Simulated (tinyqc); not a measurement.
# Floating body of a partially depleted SOI transistor: body voltage and kink: transfer curve and swing

Source at 0 V. Channel current Ic = 2 nf K Vt^2 [F(0) - F(Vd)](1 + la Vd), F(V) = ln^2(1 + exp((Vg - VT - nf V)/(2 nf Vt))), VT = VT0 - gb Vb. Saturation voltage Vs = 2 Vt sqrt(F(0)) + 3 Vt, excess Ve = (Vd - Vs + sqrt((Vd - Vs)^2 + 0.0004 V^2))/2, multiplication M1 = Ai Ve exp(-Bl/Ve). Each junction passes D(v) = J1 (exp(v/Vt) - 1) + J2 (exp(v/(2 Vt)) - 1). Bipolar current Ib = bb J1 (exp(Vb/Vt) - 1). The body settles where M1 (Ic + Ib) = D(Vb) + D(Vb - Vd) + Vb/Rb; drain current Id = (1 + M1)(Ic + Ib) - D(Vb - Vd).

Rows with more than one solution for Vb (latch) are left out; dId/dVd by a forward difference over 1e-4 V, swing = 1e-4 V over the change of log10 Id; M1 under 1e-12 is printed as 0.

Inputs (values chosen for the exercise); values of the order met in partially depleted silicon-on-insulator transistors: temperature T = 358 K; threshold at zero body voltage VT0 = 0.37 V; fall of the threshold per volt of body voltage gb = 0.33; slope factor nf = 1.24; gain factor per width K = 130 uA/(V^2 um); channel-length modulation factor la = 0.08 1/V; impact-ionisation prefactor Ai = 1.32 1/V; impact-ionisation voltage Bl = 4.1 V; diffusion saturation current of each junction J1 = 9.5e-11 uA/um; recombination saturation current of each junction J2 = 4.5e-8 uA/um; gain of the lateral bipolar transistor on the diffusion current bb = 0; resistance of a weak body tie to the source (1e9 stands for no tie, and the term is then dropped) Rb = 1e9 kohm um; drain voltage Vd = 1.3 V.

Constants: q = 1.602176634e-19 C, kB = 1.380649e-23 J/K, Vt = kB T/q. Results are converted to the units shown.

Result of one run:
```
Vg (V),Vb (V),M1,"Id, floating (uA/um)","Id, grounded (uA/um)",ratio,"swing, floating (mV/decade)","swing, grounded (mV/decade)"
0.12,0.5063,0.05001,0.03020,4.987e-4,60.56,77.65,89.77
```

What becomes of these results when the gate voltage Vg is changed from 0.12 to 0.22 V, all else the same?

Result of the changed run:
```
Vg (V),Vb (V),M1,"Id, floating (uA/um)","Id, grounded (uA/um)",ratio,"swing, floating (mV/decade)","swing, grounded (mV/decade)"
0.22,0.5797,0.04225,0.3523,0.006181,57.00,119.0,94.09
```

The whole series:
```
Vg (V),Vb (V),M1,"Id, floating (uA/um)","Id, grounded (uA/um)",ratio,"swing, floating (mV/decade)","swing, grounded (mV/decade)"
-0.08,0.1648,0.05337,1.149e-5,2.815e-6,4.081,49.14,89.64
0.02,0.3875,0.05280,0.001016,3.758e-5,27.04,60.08,88.65
0.12,0.5063,0.05001,0.03020,4.987e-4,60.56,77.65,89.77
0.22,0.5797,0.04225,0.3523,0.006181,57.00,119.0,94.09
0.32,0.6180,0.03140,1.596,0.06231,25.62,198.6,108.1
0.42,0.6355,0.02144,4.065,0.4057,10.02,304.8,144.4
0.52,0.6417,0.01370,7.706,1.530,5.036,423.1,212.2
0.62,0.6406,0.008144,12.43,3.783,3.286,546.0,305.7
0.72,0.6336,0.004429,18.17,7.224,2.515,671.4,413.0
```

Vb goes from 0.165 through a maximum of 0.642 (at Vg = 0.52 V among the rows listed) to 0.634 V. The smallest swing among the rows is 49.1 mV a decade with a floating body (at Vg = -0.08 V) and 88.6 with a grounded one; Vt ln 10 = 71.0. The floating swing is smaller by more than 3 % for Vg = -0.08, 0.02, 0.12 V, where the rising Vb lowers the threshold as Vg rises. In the first row the floating body raises the current by a factor of 4.08.

Range of the model: The multiplication law is an empirical form chosen for the exercise; self-heating and capacitive coupling to the body are left out, and the linear laws are rough once Vb passes about 0.7 V or M1 about 0.1.

tinyqc, about 0.2 s, one thread, Intel Xeon 2.30GHz (shared host): `OMP_NUM_THREADS=1 python tinyqc.py 2182260 2182261 out.jsonl`
